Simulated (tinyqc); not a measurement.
Inside a calculation. Model: solubility, supersaturation, precipitation and gettering of an impurity in a silicon-like host. Computed by tinyqc, a small Python program that keeps every step. Command: `OMP_NUM_THREADS=1 python tinyqc.py 3027680 3027681 out.jsonl ripen walk`. One thread of a shared host (Intel(R) Xeon(R) Processor @ 2.30GHz), about 0.01 s of CPU time with the checks. Intermediate numbers are printed to about 6 digits and carried at full precision; extremes and crossings named in words are read from the listed rows.

The wafer was saturated at T1 and is then held at T.

Inputs (values chosen for the exercise, modelled on gold in silicon):
```
quantity                                   value        unit
site density N0                            5e+22      1/cm^3
enthalpy of solution H                      1.96          eV
entropy of solution S                        2.4         k_B
diffusion prefactor D0                   0.00023      cm^2/s
migration energy Q                          1.12          eV
temperature of saturation T1                1350           K
anneal temperature T                         848           K
sink density n                           5.2e+08      1/cm^3
initial sink radius r0                       4.5          nm
impurity density in the precipitate C_p  4.8e+22      1/cm^3
interface energy gamma                      0.52       J/m^2
anneal time t                              93000           s
wafer thickness w                            400  micrometre
```

Gettering: relaxation gettering at sinks.

Constants: k_B = 8.617333262e-05 eV/K; k_B = 1.380649e-23 J/K.

## Solubility, diffusivity, supersaturation

C_eq(T) = N0 exp(S/k_B - H/(k_B T)); D(T) = D0 exp(-Q/(k_B T)); C0 = C_eq(T1). Supersaturation s = C0/C_eq(T); critical radius r* = 2 gamma/(C_p k_B T ln s); barrier W* = (4 pi/3) gamma r*^2. Strain energy is left out.

C0 = 2.65623e+16 1/cm^3

C_eq(T) = 1.23803e+12 1/cm^3

D(T) = 5.07478e-11 cm^2/s

supersaturation s = 21455.2

critical radius r* = 0.185548 nm

W*/(k_B T) = 6.40507

Sinks of radius r0 are above r* and grow. The barrier is low enough for new nuclei to form. Caution: the barrier to homogeneous nucleation is below 35 k_B T for these inputs, so new precipitates would form and outnumber the fixed sinks assumed here. Caution: a critical radius of atomic size is outside the capillary model.

## Ham's law for sinks of fixed radius

tau0 = 1/(4 pi n r0 D); C_fixed(t) = C_eq + (C0 - C_eq) exp(-t/tau0). If all excess precipitates, the final radius is r_f = [r0^3 + 3 (C0 - C_eq)/(4 pi n C_p)]^(1/3), with tau_f = 1/(4 pi n r_f D).

tau0 = 6.70127e+06 s

C_fixed(t) = 2.61962e+16 1/cm^3

final radius r_f = 63.3416 nm

tau_f = 476081 s

The sinks grow 14.1 times, so the fixed radius underrates the later rate.

## Growing precipitates

Growing sinks: with y = r/r_f and y0 = r0/r_f, dy/dt = (1 - y^3)/(3 tau_f y), which integrates to t/tau_f = F(y) - F(y0), F(y) = (1/2) ln[(1 + y + y^2)/(1 - y)^2] - sqrt(3) arctan[(2y + 1)/sqrt(3)]; the share of the excess left is (1 - y^3)/(1 - y0^3), and C(t) = C_eq + (C0 - C_eq) x share.

radius at t = 23.0684 nm

share of the excess left = 0.952037

C(t) with growing sinks = 2.52883e+16 1/cm^3

4.8 % of the excess has precipitated.

## Denuded zone

Near a surface held at C_eq(T) the excess decays by out-diffusion over sqrt(D t) and by capture over L_s = sqrt(D tau_f) = (4 pi n r_f)^(-1/2); the shorter length sets the depth from which the surface draws.

sqrt(D t) = 21.7245 micrometre

capture length L_s = 49.1529 micrometre

L_s/w = 0.122882

In the time given a surface draws only from within about sqrt(D t), which is shorter than L_s; in a longer anneal the sinks would keep this depth to about L_s.

## The best anneal temperature for the time t

C_eq(T) = N0 exp(S/k_B - H/(k_B T)); D(T) = D0 exp(-Q/(k_B T)); C0 = C_eq(T1). r_f = [r0^3 + 3 (C0 - C_eq)/(4 pi n C_p)]^(1/3), tau_f = 1/(4 pi n r_f D).

Dissolved share after t:
```
T (K)      C_eq/C0    tau_f (s)   C(t)/C0
608    1.17587e-09  2.01913e+08  0.999967
702    1.76131e-07  1.15355e+07  0.999295
810    1.32432e-05  9.77118e+05  0.982616
918    3.60330e-04  1.47967e+05  0.764587
1026   4.89063e-03  3.33876e+04  0.127418
1134   4.03909e-02  1.01132e+04  0.040594
1228   1.87528e-01  4.44585e+03  0.187528
1296   4.95592e-01  2.99053e+03  0.495592
```

The lowest dissolved share among these rows is 0.041 at 1134 K. Above it solubility sets the floor; below it diffusion is too slow for this time. Solubility falls with H = 1.96 eV and diffusion with Q = 1.12 eV.

Checks made by the program: radius against numerical integration (relative difference 3e-10).
